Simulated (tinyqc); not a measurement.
Inside a calculation. Model: Monte Carlo simulation of one carrier in a uniform electric field. Computed by tinyqc, a small Python program that keeps every step. Command: `OMP_NUM_THREADS=1 python tinyqc.py 3029229 3029230 out.jsonl mcfl walk`. One thread of a shared host (Intel(R) Xeon(R) Processor @ 2.30GHz), about 3 s of CPU time with the checks. Intermediate numbers are printed to about 5 digits and carried at full precision; extremes and crossings named in words are read from the listed rows.

The force e F acts along +z. Flights end at the constant total rate Gamma; the part of Gamma that the real rates do not fill is self-scattering, which leaves k unchanged. One valley, no impurities and no intervalley scattering.

Inputs (values chosen for the exercise, modelled on GaSb):

| quantity | value | unit |
|---|---|---|
| effective mass m | 0.0402 | m_0 |
| static permittivity eps_s | 15.7 | - |
| high-frequency permittivity eps_inf | 14.4 | - |
| density rho | 5610 | kg/m^3 |
| sound velocity v_l | 4140 | m/s |
| acoustic deformation potential D_A | 7.3 | eV |
| optical phonon energy hbar w | 30.3 | meV |
| lattice temperature T | 200 | K |
| electric field F | 0.26 | kV/cm |
| energy E_max up to which Gamma must cover the rates | 0.6 | eV |
| seed of the random numbers | 15263 | - |

Crystal: polar. Band: parabolic.

starting wave vector (1/nm): -0.21  0.23  -0.21

Constants: k_B = 1.380649e-23 J/K; e = 1.602176634e-19 C; hbar = 1.054571817e-34 J s; m_0 = 9.1093837015e-31 kg; hbar = 6.582119569e-16 eV s; eps_0 = 8.8541878128e-12 F/m; k_B = 8.617333262e-05 eV/K.

## Total rate Gamma

Parabolic band: E = hbar^2 k^2/(2 m), speed v = hbar k/m, states per spin, volume and energy g(E) = m k/(2 pi^2 hbar^2). Masses are multiplied by m_0 and all formulas are in SI units. Phonon occupation N_q = 1/(exp(hbar w/(k_B T)) - 1). Acoustic deformation potential (elastic, equipartition, absorption and emission together): 1/tau = 2 pi k_B T D_A^2 g(E)/(hbar rho v_l^2). Polar optical, unscreened: W = e^2 w (1/eps_inf - 1/eps_s) m (1 + 2 alpha E') ln|(k + k')/(k - k')| / (4 pi eps_0 hbar^2 k), times N_q for absorption (E' = E + hbar w) and N_q + 1 for emission (E' = E - hbar w > 0), with alpha = 0 for a parabolic band; mean cosine of the angle <cos> = (k^2 + k'^2)/(2 k k') - 1/ln|(k + k')/(k - k')|. Gamma is 1.05 times the largest total rate on the grid E = (j + 1/2) E_max/400, j = 0..399.

largest total rate = 2.2783 1e12/s

energy of the largest rate = 99.75 meV

Gamma = 2.3922 1e12/s

## Flight 1

Random numbers (0.02 to 0.98, from up to 60 sets tried for early real events), one row a flight:
```
       r1      r2      r3      r4
1  0.7365  0.4454  0.1394  0.9276
2  0.6460  0.0661  0.7397  0.1121
3  0.1538  0.3907  0.4829  0.8085
4  0.8171  0.1546  0.2532  0.2864
5  0.0970  0.1852  0.5294  0.0990
6  0.5819  0.1269  0.9576  0.5715
7  0.8814  0.3558  0.3146  0.1312
```

Flight: t = -ln(r1)/Gamma; k_z grows by e F t/hbar; E follows from the band; dz = (E_end - E_start)/(e F). Use row 1 of the random numbers.

flight time t = 127.85 fs

k at the end of the flight (1/nm): -0.21000  0.23000  -0.20495

energy at the end = 131.74 meV

displacement dz = -76.389 nm

## Scattering event 1

Choice: with cumulative rates in the order acoustic, absorption, emission, the process is the first whose sum exceeds r2 Gamma; if none, self-scattering. Final state: E' = E, E + hbar w or E - hbar w gives k'. Isotropic processes: cos(theta) = 1 - 2 r3 from the z axis, phi = 2 pi r4, k' (sin theta cos phi, sin theta sin phi, cos theta). Polar processes: cos(b) = [1 + xi - (1 + 2 xi)^r3]/xi, xi = 2 k k'/(k - k')^2, b from the old direction n; new direction cos b n + sin b (cos phi e1 + sin phi e2), e1 = (z x n)/|z x n|, e2 = n x e1.

cumulative rates (1e12/s): acoustic 0.1456, absorption 0.4783, emission 2.2571

r2 Gamma = 1.0655 1e12/s

Process chosen: emission

k after event 1, the start of the next flight (1/nm): -0.20529  0.16412  -0.19482

## Flight 2

Use row 2 of the random numbers.

flight time t = 182.66 fs

k at the end of the flight (1/nm): -0.20529  0.16412  -0.18760

energy at the end = 98.827 meV

displacement dz = -100.58 nm

## Scattering event 2

The formulas are those given above.

cumulative rates (1e12/s): acoustic 0.1261, absorption 0.4771, emission 2.2783

r2 Gamma = 0.15812 1e12/s

Process chosen: absorption

k after event 2, the start of the next flight (1/nm): -0.36457  -0.01657  0.05531

## All printed flights

Drift estimate: sum dz / sum t.

Flights:

| flight | t (fs) | E at the end (meV) | dz (nm) | process | k_x (1/nm) | k_y (1/nm) | k_z (1/nm) |
|---|---|---|---|---|---|---|---|
| 1 | 127.85 | 131.74 | -76.39 | emission | -0.20529 | 0.16412 | -0.19482 |
| 2 | 182.66 | 98.83 | -100.58 | absorption | -0.36457 | -0.01657 | 0.05531 |
| 3 | 782.58 | 133.27 | 159.49 | emission | -0.31509 | -0.06825 | -0.06866 |
| 4 | 84.44 | 102.55 | -16.29 | absorption | -0.36938 | -0.06064 | 0.00724 |
| 5 | 975.27 | 134.79 | 74.43 | absorption | -0.32214 | -0.21350 | 0.15757 |
| 6 | 226.34 | 167.83 | 105.62 | absorption | -0.06505 | 0.37708 | -0.25027 |
| 7 | 52.77 | 197.15 | -37.88 | emission | -0.12336 | 0.36366 | -0.16905 |

drift estimate from these flights = 44574 m/s

0 of the 7 flights end in self-scattering. So few flights say little about the drift velocity: the estimate is noise at this length.

## Low-field mobility from the linear Boltzmann equation

On the grid E_j = (j + 1/2) hbar w/12 up to 20 k_B T + 2 hbar w, solve (sum of rates) l(E) = v(E) + W_abs <cos> l(E + hbar w) + W_em <cos> l(E - hbar w); mu_0 = e sum g v l exp(-E/k_B T)/(3 k_B T sum g exp(-E/k_B T)).

low-field mobility mu_0 = 75247 cm^2/(V s)

## Long runs: velocity against field

Each row: 250 carriers from a thermal start, 1600 flights each, the first half discarded, random numbers not printed; the error is the standard error over ten groups; the mean energy is taken at the ends of flights, which sample time evenly. Fields at which more than 0.02 % of the events exceed Gamma are left out.

Monte Carlo results:

| F (kV/cm) | drift velocity (1e5 m/s) | error (1e5 m/s) | mu_0 F (1e5 m/s) | mean energy (meV) | real events (%) |
|---|---|---|---|---|---|
| 0.065 | 0.440 | 0.022 | 0.4891 | 26.3 | 38.3 |
| 0.130 | 0.837 | 0.018 | 0.9782 | 27.4 | 39.3 |
| 0.260 | 1.480 | 0.018 | 1.9564 | 30.9 | 42.9 |
| 0.520 | 2.490 | 0.034 | 3.9128 | 73.9 | 54.8 |

At the lowest field the drift velocity is 0.90 +/- 0.04 of the ohmic value mu_0 F, at the highest 0.64 +/- 0.01. The mean energy goes from 26 to 74 meV against the parabolic-band thermal value 3 k_B T/2 = 26 meV: the carriers heat, more of them reach the emission threshold, where they lose momentum, and the curve bends below the ohmic line. Only 38 to 55 % of the events are real; the rest is the price of a constant Gamma.

Checks made by the program: energy gained in the printed flights against e F dz (relative difference 1e-10).
